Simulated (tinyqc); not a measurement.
Changing the exponent s: Hall factor, magnetoresistance and optical conductivity for a power-law relaxation time. Computed by tinyqc, a small Python program. Command: `OMP_NUM_THREADS=1 python tinyqc.py 3029856 3029857 out.jsonl magneto sweep`. One thread of a shared host (Intel(R) Xeon(R) Processor @ 2.30GHz), about 0.02 s of CPU time with the checks.

One spherical parabolic band, tau(E) = tau_0 x^s with x = E/(k_B T). Landau quantisation is left out.

Inputs (values chosen for the exercise, with a mass close to that of electrons in GaAs): effective mass m = 0.066 m_0; tau_0 = 35 fs; reduced Fermi level eta = 1.5; temperature T = 300 K.

Constants: m_0 = 9.1093837015e-31 kg; k_B = 1.380649e-23 J/K; hbar = 1.054571817e-34 J s; e = 1.602176634e-19 C.

Method:
- <y> = int y x^(3/2) f (1 - f) dx / int x^(3/2) f (1 - f) dx, f = 1/(1 + exp(x - eta)).
- Integrals over x = E/(k_B T) use 160 Gauss-Legendre points in u = sqrt(x) from 0 to sqrt(max(eta, 0) + 45).
- n = (2 m k_B T)^(3/2)/(3 pi^2 hbar^3) int x^(3/2) f (1 - f) dx; moments in units of tau_0.
- mu = e <tau>/m; weak field r_H = <tau^2>/<tau>^2 and MR = c (mu B)^2, c = <tau^3>/<tau>^3 - r_H^2; strong field r_H = 1 and MR = <tau> <1/tau> - 1.

One run for each value:
```
exponent s  weak-field Hall factor  saturation MR (%)  coefficient c
-0.50                       1.0905               7.08         0.1602
-0.35                       1.0396               3.39         0.0528
-0.20                       1.0118               1.09         0.0133
0.25                        1.0157               1.71         0.0150
0.50                        1.0598               7.08         0.0594
1.00                        1.2315              32.51         0.2905
1.50                        1.5381              95.94         0.9920
2.00                        2.0419             292.17         3.1518
```

Describe and explain the trends.

Over the rows, weak-field Hall factor goes from 1.09 through a minimum among these rows, 1.01 at -0.200, to 2.04; saturation MR (%) goes from 7.08 through a minimum among these rows, 1.09 at -0.200, to 292; coefficient c goes from 0.160 through a minimum among these rows, 0.0133 at -0.200, to 3.15. All three vanish or equal 1 at s = 0 and grow with |s| on either side, since only the spread of tau counts.

Extremes, crossings and ranges named in words are read from the listed rows.
